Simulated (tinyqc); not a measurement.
Changing the oxidant pressure p: Deal-Grove kinetics of thermal oxidation of silicon. Computed by tinyqc, a small Python program. Command: `OMP_NUM_THREADS=1 python tinyqc.py 3002936 3002937 out.jsonl oxide sweep`. One thread of a shared host (Intel(R) Xeon(R) Processor @ 2.30GHz), about 0.2 s of CPU time with the checks.

Oxidant diffuses through the oxide and reacts at the interface, so that dx/dt = B/(A + 2x) for the oxide thickness x.

Inputs (values chosen for the exercise, close to those used for silicon): prefactor B0 = 723 um^2/h; activation energy E_B = 1.23 eV; prefactor (B/A)0 = 6.63e+06 um/h; activation energy E_A = 2 eV; temperature T = 950 C; pressure exponent m of B/A = 0.8; initial oxide x_i = 0.005 um; time t = 0.62 h.

Ambient: dry oxygen. Surface: (111).

Constants: k_B = 8.617333262e-05 eV/K.

Method:
- B = B0 p exp(-E_B/(k_B T)), B/A = (B/A)0 p^m exp(-E_A/(k_B T)), p in atm; A = B/(B/A).
- Temperatures in kelvin are T(C) + 273.15.
- tau = (x_i^2 + A x_i)/B and x = (A/2) [sqrt(1 + 4 B (t + tau)/A^2) - 1], the root of x^2 + A x = B (t + tau).
- Silicon consumed is 0.44 times the oxide grown; the rate is B/(A + 2x).

One run for each value; columns: (1) oxidant pressure p (atm); (2) oxide thickness x (um); (3) length A (um); (4) final growth rate (um/h); (5) parabolic constant B (um^2/h):
```
(1)       (2)      (3)      (4)         (5)
0.05  0.00690  0.08914  0.00300  3.0910e-04
0.12  0.00883  0.10620  0.00599  7.4185e-04
0.3   0.01291  0.12756  0.01209  1.8546e-03
0.72  0.02055  0.15196  0.02306  4.4511e-03
1.7   0.03461  0.18045  0.04209  1.0510e-02
4.2   0.06186  0.21624  0.07638  2.5965e-02
10    0.10842  0.25720  0.13041  6.1821e-02
25    0.19375  0.30893  0.22192  1.5455e-01
```

Describe and explain the trends.

Over the rows, oxide thickness x (um) rises from 0.00690 to 0.194 (exponent d ln y / d ln x 0.28 between the first rows and 0.63 between the last); length A (um) rises from 0.0891 to 0.309 (exponent d ln y / d ln x about 0.20 throughout); final growth rate (um/h) rises from 0.00300 to 0.222 (exponent d ln y / d ln x 0.79 between the first rows and 0.58 between the last). B is proportional to p and B/A to p^0.8, so A goes as p^0.20. The exponent of x is bounded by m in the linear regime and tends to 1/2 in the parabolic one.

Caution (all rows): dry oxides grow faster than Deal-Grove predicts below about 0.03 um, so a start from a thinner film underestimates the thickness (a common remedy is x_i = 0.025 um).
